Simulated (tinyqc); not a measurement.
Isochronal anneals: hydrogen passivation of interface dangling bonds: competing passivation and dissociation with distributed barriers. Computed by tinyqc, a small Python program. Command: `OMP_NUM_THREADS=1 python tinyqc.py 3007509 3007510 out.jsonl passiv walk`. One thread of a shared host (Intel(R) Xeon(R) Processor @ 2.30GHz), about 0.01 s of CPU time with the checks.

P_b + H2 gives P_bH + H at the rate k_f [H2]; P_bH gives P_b + H at the rate k_d. All defects start unpassivated. E_f and E_d are Gaussian and independent.

Inputs (values chosen for the exercise, close to those used for P_b centres at the silicon-oxide interface):

| quantity | value | unit |
|---|---|---|
| passivation prefactor k_f0 | 3.2e-07 | cm^3/s |
| mean passivation barrier E_f | 1.65 | eV |
| spread sigma_f | 0.071 | eV |
| dissociation prefactor k_d0 | 2.2e+13 | 1/s |
| mean dissociation barrier E_d | 2.67 | eV |
| spread sigma_d | 0.083 | eV |
| H2 in the oxide per atm, solubility factor | 3.7e+17 | 1/(cm^3 atm) |
| hydrogen pressure p | 10 | atm |
| anneal time t | 320 | s |

Constants: k_B = 8.617333262e-05 eV/K.

Method:
- [H2] = solubility factor x p; a = k_f0 [H2] exp(-E_f/(k_B T)), d = k_d0 exp(-E_d/(k_B T)). For one pair of barriers the active share is y = [d + a exp(-(a + d) t)]/(a + d).
- Temperatures in kelvin are T(C) + 273.15.
- Average y over both Gaussians with 40 x 40 Gauss-Hermite points.
- Minimise the averaged y over T between 150 and 900 C: find where ln y is equal at T - 0.05 and T + 0.05 C; T is rounded to 0.1 C.

best temperature = 433.6 C

Active share after the time t:

| T (C) | a (1/s) | d (1/s) | single barriers | distributed |
|---|---|---|---|---|
| 200 | 3.1499e-06 | 7.9946e-16 | 9.9899e-01 | 9.9558e-01 |
| 250 | 1.5067e-04 | 4.1775e-13 | 9.5293e-01 | 8.8748e-01 |
| 300 | 3.6703e-03 | 7.3246e-11 | 3.0898e-01 | 3.6212e-01 |
| 350 | 5.3560e-02 | 5.6050e-09 | 1.4067e-07 | 2.2107e-02 |
| 400 | 5.2485e-01 | 2.2517e-07 | 4.2902e-07 | 1.0352e-04 |
| 450 | 3.7512e+00 | 5.4282e-06 | 1.4471e-06 | 6.7486e-06 |
| 500 | 2.0789e+01 | 8.6702e-05 | 4.1706e-06 | 1.5985e-05 |
| 600 | 3.5451e+02 | 8.5372e-03 | 2.4081e-05 | 6.9027e-05 |
| 700 | 3.3751e+03 | 3.2730e-01 | 9.6967e-05 | 2.2621e-04 |
| 800 | 2.1113e+04 | 6.3598e+00 | 3.0114e-04 | 6.0362e-04 |

What does the comparison show, and why?

The distributed share is least at 450 C among these rows, 6.7e-6, and the search puts the optimum at 433.6 C. On the cold side defects with high E_f survive; on the hot side dissociation, with the larger barrier, gains on passivation with an energy E_d - E_f = 1.02 eV. In that row single barriers give 1.4e-6, so the spread raises the floor. Caution: atomic hydrogen, which both passivates and depassivates, and further passivation during cooling are left out. Caution: shares below about 1e-3 in these rows are formal; measured passivation levels off well above them.

Extremes, crossings and ranges named in words are read from the listed rows.
